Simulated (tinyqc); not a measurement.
Thermal boundary conductance by the acoustic and diffuse mismatch models: one step, computed by the program tinyqc.

Each side has one longitudinal and two transverse Debye branches, omega = v q up to q_D = (6 pi^2 n)^(1/3), with n counting all atoms. Scattering at the interface is elastic. Electrons are left out of G, also for metals. Melting is ignored. G refers to the temperatures of the phonons sent towards the interface. Linear branches over all atoms overstate G at high T, most for crystals with several atoms a cell.

Question. Boundary conductance. G = (k_B^4 T^3/(8 pi^2 hbar^3)) int W(x) x^4 e^x/(e^x - 1)^2 dx, x = hbar omega/(k_B T). Acoustic mismatch: W = sum over the three branches of alpha(1 to 2)/v_1^2, each up to the lower of its two cut-offs. Diffuse mismatch: W = S_1 S_2/(S_1 + S_2), where S_i sums 1/v^2 over the branches of side i still below their cut-off. Radiation limit: W = min(S_1, S_2). The integral is split at the four cut-offs (64 Gauss-Legendre points a piece, x at most 45). Boundary resistance R = 1/G and Kapitza length kappa_2/G use the diffuse value.

Inputs (values chosen for the exercise, modelled on tungsten (side 1) and gallium nitride (side 2)): conductivity kappa_2 = 202 W/(m K); temperature T = 300 K.

Structure: film on a substrate.

Branches:
```
branch     v (m/s)  cut-off (K)  Z (1e6 kg/(m^2 s))
L, side 1     5080      604.339            100.5840
T, side 1     2930      348.565             58.0140
L, side 2     7700     1011.498             45.9690
T, side 2     4320      567.490             25.7904
```

Transmission:
```
branch  t at normal incidence  largest angle from side 1 (deg)  alpha, 1 to 2  alpha, 2 to 1
L                   0.8611217                         41.28007      0.4007598      0.9207425
T                   0.8521523                         42.70632      0.3332055      0.7243432
```

Constants: k_B = 1.380649e-23 J/K; hbar = 1.054571817e-34 J s.

Give: G, acoustic mismatch; G, diffuse mismatch; G, radiation limit; boundary resistance R; Kapitza length in side 2.

Answer.

G, acoustic mismatch = 771.37 MW/(m^2 K)

G, diffuse mismatch = 925.21 MW/(m^2 K)

G, radiation limit = 1283.1 MW/(m^2 K)

boundary resistance R = 1.0808 m^2 K/GW

Kapitza length in side 2 = 218.33 nm

The diffuse value is 1.20 times the acoustic one and 72 % of the radiation limit. Diffuse scattering raises G here: it ignores the impedance mismatch and lets phonons change direction and branch. Caution: at this temperature short waves carry the heat; linear branches up to q_D overstate their velocity, and inelastic processes, left out here, grow with T.
